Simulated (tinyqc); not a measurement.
Undoped gate-all-around wire MOSFET, analytic charge model: two steps of the calculation.

An undoped round wire of radius R under an insulator shell and a surrounding gate; long channel, electrons only, n = ni exp((psi - V)/Vt) with V the quasi-Fermi potential (0 at the source, Vd at the drain), constant mobility, no quantisation. The radial Poisson equation gives n(r) = n(0)/(1 - (1 - b) r^2/R^2)^2 with b = Q0/(Q + Q0). Q is the electron charge per area of the wire surface.

Inputs (values chosen for the exercise); material values those of a made-up semiconductor: temperature T = 350 K; band gap Eg = 1.41 eV; relative permittivity of the semiconductor eps_r = 14.3; conduction-band density of states at T Nc = 3.06e19 cm^-3; valence-band density of states at T Nv = 4.25e19 cm^-3; relative permittivity of the gate insulator eox = 8.57; insulator thickness tox = 1.7 nm; wire radius R = 20 nm; gate work function less that of the intrinsic body dphi = 0.14 V; gate voltage Vg = 0.59 V.

Constants: q = 1.602176634e-19 C, kB = 1.380649e-23 J/K, Vt = kB T/q, eps0 = 8.8541878128e-14 F/cm where lengths are in cm. Results are converted to the units shown.

Question 1. Constants of the wire. ni = sqrt(Nc Nv) exp(-Eg/(2 Vt)), Eg in volts; Cox = eps0 eox/(R ln(1 + tox/R)); Q0 = 4 eps0 eps_r Vt/R; V0 = dphi + Vt ln[8 eps0 eps_r Vt/(q ni R^2)].

Find: ni; Cox; Q0; V0.

Answer 1.

ni = 2.544e9 cm^-3
Cox = 4.651 uF/cm^2
Q0 = 76.38 nC/cm^2
V0 = 0.7145 V

Question 2. Charge at the source by Newton steps in y = ln(Q/Q0). With V = 0 and Q = Q0 exp(y): f = Q/Cox + Vt y + Vt ln(1 + Q/Q0) - (Vg - V0); df/dy = Q/Cox + Vt (1 + Q/(Q + Q0)); y(new) = y - f/(df/dy).

y at the start = 2
Cox = 4.6506743 uF/cm^2
Q0 = 76.375787 nC/cm^2
V0 = 0.71452135 V

Wanted: Q; f; df/dy; y after iteration 1.

Answer 2.

Q = 564.34 nC/cm^2
f = 0.37034 V
df/dy = 0.17807 V
y after iteration 1 = -0.079704

Program tinyqc, `OMP_NUM_THREADS=1 python tinyqc.py 2460059 2460060 out.jsonl`; Intel Xeon 2.30GHz, shared host, one thread, about 0.02 s.
